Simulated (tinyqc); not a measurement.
## Composition from the perpendicular lattice constant

Question. The layer is x parts of the first compound and 1 - x of the second, grown coherently on the third as substrate and barrier. Rows of the table: lattice constant a, average valence level Ea on an absolute scale, spin-orbit splitting so, gaps at Gamma, X and L, hydrostatic deformation potentials av and ac (Gamma), shear potential b, elastic constants, electron and heavy-hole (along z) masses. All are interpolated linearly in x; gaps get -C x (1 - x), taken wholly in the conduction band; real line-ups can differ from this model by 0.1 eV or more. In-plane strain e = (a_substrate - a)/a, e_z = -2 (c12/c11) e, volume change 2 e + e_z. X-ray diffraction gives a_z = a (1 + e_z) of the coherent layer. Find x, e and the relaxed Gamma gap.

Parameters, values chosen for the exercise:
```
symbol  value  unit                  meaning
CG       0.65    eV  bowing of the Gamma gap
CX        0.2    eV      bowing of the X gap
CL       1.03    eV      bowing of the L gap
```

Binary compounds, values chosen for the exercise:
```
	close to InP	close to GaP	close to GaAs
a (angstrom)	5.869	5.451	5.653
Ea (eV)	-7.04	-7.4	-6.92
so (eV)	0.108	0.0802	0.34
EG (eV)	1.36	2.82	1.44
EX (eV)	2.22	2.28	1.91
EL (eV)	1.94	2.61	1.69
av (eV)	1.28	1.72	1.16
ac (eV)	-5.06	-7.1	-7.18
b (eV)	-1.69	-1.81	-1.72
c11 (GPa)	101	141	117
c12 (GPa)	56.2	62.1	53.4
me (m0)	0.0803	0.129	0.0678
mh (m0)	0.53	0.334	0.348
```

lattice constant along the growth direction = 5.78474857 angstrom

Solution. a_z changes steadily with x, about (1 + 2 c12/c11) times as fast as the relaxed lattice constant, so one composition matches.

x = 0.640
e = -1.15 %
relaxed Gamma gap = 1.74 eV

tinyqc, about 0.01 s, one thread, Intel Xeon 2.30GHz (shared host): `OMP_NUM_THREADS=1 python tinyqc.py 2690138 2690139 out.jsonl`
